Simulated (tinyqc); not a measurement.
## Partial widths from the peak

Problem. A Breit-Wigner resonance has total width G = GL + GR and peak transmission Tp = 4 GL GR/G^2. GR is known to be the larger. Find GL, GR and the lifetime hbar/G.

Constants: q = 1.602176634e-19 C, hbar = 1.054571817e-34 J s. Results are converted to the units shown.

G = 13.080004 meV
Tp = 0.89557439

Answer. GL and GR have the sum G and the product Tp G^2/4, so they are (G/2)(1 +/- sqrt(1 - Tp)).

GL = 4.427 meV
GR = 8.653 meV
lifetime = 50.32 fs

Program tinyqc, `OMP_NUM_THREADS=1 python tinyqc.py 2600144 2600145 out.jsonl`; Intel Xeon 2.30GHz, shared host, one thread, about 0.2 s.
